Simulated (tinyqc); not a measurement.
# Which input was changed?

Model: avalanche multiplication and breakdown of a junction from ionisation integrals. Computed by tinyqc, a small Python program. Command: `OMP_NUM_THREADS=1 python tinyqc.py 3017089 3017090 out.jsonl impact which`. One thread of a shared host (Intel(R) Xeon(R) Processor @ 2.30GHz), about 0.1 s of CPU time with the checks.

Ionisation coefficients follow the local field. Position x runs through the depletion layer from the p side (x = 0), where electrons enter, to the n side (x = w), where holes enter. The built-in voltage is neglected.

Inputs (values chosen for the exercise, modelled on GaAs):
```
quantity                                      value        unit
electron prefactor a_n                       173000        1/cm
electron field b_n                           570000        V/cm
hole prefactor a_p                           200000        1/cm
hole field b_p                               666000        V/cm
exponent c                                      1.8           -
permittivity eps                               12.9           -
layer width W                                   1.7  micrometre
bias as a fraction of the breakdown voltage    0.83           -
```

Junction: p-i-n with uniform field.

Constants: e = 1.602176634e-19 C; eps_0 = 8.8541878128e-12 F/m.

Method:
- alpha_n = a_n exp(-(b_n/F)^c), alpha_p = a_p exp(-(b_p/F)^c).
- Uniform field F = F_m, w = W, V = F_m W.
- With Phi(x) = int_0^x (alpha_n - alpha_p) dx': 1 - 1/M_n = I_n = int_0^w alpha_n exp(-Phi) dx and M_p = M_n exp(-Phi(w)); trapezoid rule on 401 even points; breakdown at I_n = 1.
- Solve I_n(F_m) = 1.
- Bias V = fraction times the breakdown voltage.
- M_n = 1/(1 - I_n), M_p = M_n exp(-Phi(w)); McIntyre excess noise for the carrier with the larger M, F_x = k M + (1 - k)(2 - 1/M), with k = (smaller M - 1)/(larger M - 1).

Task: One of these inputs alone was changed, within the range given: electron prefactor a_n (8.65e+04 to 3.46e+05); hole prefactor a_p (1e+05 to 4e+05); permittivity eps (6.45 to 25.8); layer width W (0.85 to 3.4). Which one, and to what value?

Results:
```
run          M_n  critical field F_m (MV/cm)  breakdown voltage (V)
before  1.617990                   0.3097552               52.65839
after   1.502311                   0.3028849               51.49043
```

Result:

Each candidate set to reproduce M_n, and what it then gives:
```
candidate                            range searched  value needed  critical field F_m (MV/cm)  breakdown voltage (V)
electron prefactor a_n (1/cm)  8.65e+04 to 3.46e+05         90580                     0.32861                 55.864
hole prefactor a_p (1/cm)            1e+05 to 4e+05        275000                     0.30288                 51.490
permittivity eps                       6.45 to 25.8     no effect                           -                      -
layer width W (micrometre)              0.85 to 3.4         3.138                     0.28257                 88.681
```

Only hole prefactor a_p fits every result: it went from 200000 to 275000 1/cm. The next best candidate, electron prefactor a_n, misses one result by 8.5 %.
